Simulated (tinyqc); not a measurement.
## Electron continuity equation in a given potential, Scharfetter-Gummel discretisation: error of the current against the mesh

Steady state in one dimension: J = q mu n E + q D dn/dx with E = -dpsi/dx and D = mu Vt, dJ/dx = 0, fixed densities nL and nR at the ends. The potential is given, psi = 0 for x < L/2 and U (2 x/L - 1) beyond, and is not changed by the electrons.

Fluxes J_i = (q D/h)(n_(i+1) P_i - n_i Q_i), d_i = (psi_(i+1) - psi_i)/Vt: Scharfetter-Gummel P = B(d), Q = B(-d), B(d) = d/(exp(d) - 1); central P = 1 - d/2, Q = 1 + d/2; upwind P = 1 + max(-d, 0), Q = 1 + max(d, 0). Balance at each inner node: J_i - J_(i-1) = 0. The reference is Scharfetter-Gummel on 4000 intervals or more. Errors are those of J on the first interval against the reference at its midpoint; errors under 1e-6 % are printed as 0.

Values chosen for this exercise; mobility close to that of silicon at room temperature:
```
symbol   value        unit                               meaning
T          300           K                           temperature
mu        1330  cm^2/(V s)                     electron mobility
L           15          um                  length of the region
nL      8.9e12       cm^-3                      density at x = 0
nR           0       cm^-3                      density at x = L
U        -0.17           V  potential difference psi(L) - psi(0)
```

Constants: q = 1.602176634e-19 C, kB = 1.380649e-23 J/K, Vt = kB T/q. Results are converted to the units shown.

The same in every row: reference J (A/cm^2) = -5.944e-4.

Result of one run:

| largest \|d\| | SG error (%) | central error (%) | upwind error (%) |
|---|---|---|---|
| 0.6576 | 0 | -22.3 | 346 |

Which number of intervals N gave this result: 5, 20, 80 or 160?

N = 20.

The whole series:

| N | largest \|d\| | SG error (%) | central error (%) | upwind error (%) |
|---|---|---|---|---|
| 5 | 2.630 | -0.195 | 169 | 1900 |
| 10 | 1.315 | 0 | -72.9 | 903 |
| 20 | 0.6576 | 0 | -22.3 | 346 |
| 40 | 0.3288 | 0 | -5.80 | 141 |
| 80 | 0.1644 | 0 | -1.46 | 62.1 |
| 160 | 0.08220 | 0 | -0.367 | 28.9 |

From N = 80 to 160 the error shrinks by 4.0 (central), 2.1 (upwind); 4 marks second order and 2 first order. At N = 5 the errors are -0.19, 170 and 1900 %. The central densities go negative for N = 5, so its current there is not to be trusted, whatever its error.

Numbers from tinyqc (`OMP_NUM_THREADS=1 python tinyqc.py 2220013 2220014 out.jsonl`; about 0.01 s on one thread of a shared Intel Xeon 2.30GHz).
